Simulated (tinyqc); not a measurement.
# Small-signal admittance of a forward-biased p+-n diode, step by step

Numbers from tinyqc (`OMP_NUM_THREADS=1 python tinyqc.py 2890202 2890203 out.jsonl`; about 0.01 s on one thread of a shared Intel Xeon 2.30GHz). Printed values are rounded.

Holes injected into a neutral base of width wb with an ohmic contact at its end; low injection, p0 far above the equilibrium density. A small voltage v exp(i w t), w = 2 pi f, modulates the edge density by p0 v/Vt, and the small-signal density obeys Dp d2p/dx2 = (1/tau + i w) p.

Values chosen for this exercise; permittivity close to that of gallium arsenide:
```
symbol,value,unit,meaning
T,300,K,temperature
eps_r,12.9,,relative permittivity
Nd,2.1e16,cm^-3,donor density of the base
Dp,6.1,cm^2/s,hole diffusion coefficient
tau,5e-9,s,hole lifetime
wb,5.1,um,width of the neutral base
p0,5.7e14,cm^-3,excess hole density at the junction edge
Na,7e18,cm^-3,acceptor density of the p+ side
f,2.4e7,Hz,signal frequency
```

Constants: q = 1.602176634e-19 C, kB = 1.380649e-23 J/K, Vt = kB T/q, eps0 = 8.8541878128e-14 F/cm where lengths are in cm. Results are converted to the units shown.

## Closed-form admittance

L = sqrt(Dp tau); direct current J = (q Dp p0/L) coth(wb/L); k = sqrt(1 + i w tau)/L; diffusion admittance Y = (q Dp p0/Vt) k coth(k wb) = G + i w C_diff; junction capacitance C_j = sqrt(q eps0 eps_r Nd/(2 Vr)) in the depletion approximation, with the remaining barrier Vr = Vt ln(Na/p0), a rough value under forward bias; base-width modulation is left out.

L = 1.74642 um
J = 3.20841 A/cm^2
k wb = 3.09904+1.03740i
Y = 130.840+43.281i S/cm^2
C_diff = 0.287014 uF/cm^2
C_j = 0.0888472 uF/cm^2

G is 1.05 times its low-frequency value J/Vt, and C_diff is 3.23 times C_j.

## The same by finite differences

6 equal intervals, h = wb/6; u = small-signal density over its edge value, u_0 = 1, u_6 = 0; u_(i-1) + b u_i + u_(i+1) = 0 with b = -2 - h^2 (1/tau + i w)/Dp; Y = (q Dp p0/(Vt h)) (-b/2 - u_1), which includes the half box at the edge.

b = -2.23689-0.17861i
u, node 1 to 5: [0.590726-0.097509i, 0.338803-0.112609i, 0.187250-0.093871i, 0.096819-0.063926i, 0.040741-0.031831i]
Y on the mesh = 133.783+47.360i S/cm^2

Against the closed form the real part is 2.2 % above it and the imaginary part 9.4 % above it; |k h| = 0.54.
